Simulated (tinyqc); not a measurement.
Undoped symmetric double-gate MOSFET, analytic potential model: effect of the temperature.

An undoped body of thickness ts between two equal insulators and tied gates; long channel, electrons only, n = ni exp((psi - V)/Vt) with V the quasi-Fermi potential (0 at the source, Vd at the drain), constant mobility, no quantisation. Across the body psi(x) = V - 2 Vt ln[(ts/(2 beta)) sqrt(q ni/(2 eps0 eps_r Vt)) cos(2 beta x/ts)], x from the centre. Q is the electron charge per area of the whole body.

Nc and Nv are given at 400 K and scale as (T/400 K)^1.5; Eg and mu are held fixed. ni = sqrt(Nc Nv) exp(-Eg/(2 Vt)), Eg in volts; r = eps_r tox/(eox ts); V0 = dphi + 2 Vt ln[(2/ts) sqrt(2 eps0 eps_r Vt/(q ni))]. beta (between 0 and pi/2) solves (Vg - V0 - V)/(2 Vt) = ln(beta) - ln(cos beta) + 2 r beta tan(beta). Q = 8 eps0 eps_r Vt beta tan(beta)/ts; I = mu (1/L)(4 eps0 eps_r/ts)(2 Vt)^2 [g(beta_s) - g(beta_d)] per width, g = beta tan(beta) - beta^2/2 + r beta^2 tan^2(beta), with beta_s at V = 0 and beta_d at V = Vd.  I(low) is taken at Vg = -0.04 V, Qs and I(high) at Vg = 0.71 V.

Values chosen for this exercise; material values those of a made-up semiconductor: band gap Eg = 0.515 eV; relative permittivity of the semiconductor eps_r = 13.8; conduction-band density of states at the reference temperature Nc = 1.68e19 cm^-3; valence-band density of states at the reference temperature Nv = 8.62e18 cm^-3; relative permittivity of the gate insulator eox = 3.98; insulator thickness tox = 1.6 nm; body thickness ts = 25 nm; gate work function less that of the intrinsic body dphi = 0.08 V; channel mobility mu = 170 cm^2/(V s); gate length L = 1 um; drain voltage Vd = 0.8 V.

Constants: q = 1.602176634e-19 C, kB = 1.380649e-23 J/K, Vt = kB T/q, eps0 = 8.8541878128e-14 F/cm where lengths are in cm. Results are converted to the units shown.

Effect of the temperature:
```
T (K)  V0 (V)  I(low) (nA/um)  Qs(high) (nC/cm^2)  I(high) (uA/um)
220    0.2754        1.426e-5                1421            47.58
250    0.2655        2.141e-4                1421            48.69
280    0.2555        0.001858                1424            49.98
310    0.2454         0.01089                1430            51.41
340    0.2351         0.04773                1437            52.98
370    0.2247          0.1676                1447            54.67
400    0.2142          0.4948                1458            56.48
430    0.2036           1.272                1471            58.40
```

As T goes from 220 to 430 K, I(low) rises from 1.43e-5 to 1.27 nA/um and I(high) rises from 47.6 to 58.4 uA/um. V0 falls from 0.275 to 0.204 V. In every row the surface density at the source at the higher gate voltage passes 0.3 Nc, where Boltzmann statistics fail. In every row the mobility is held fixed, though a real one changes with T.

Numbers from tinyqc (`OMP_NUM_THREADS=1 python tinyqc.py 2440039 2440040 out.jsonl`; about 0.01 s on one thread of a shared Intel Xeon 2.30GHz).
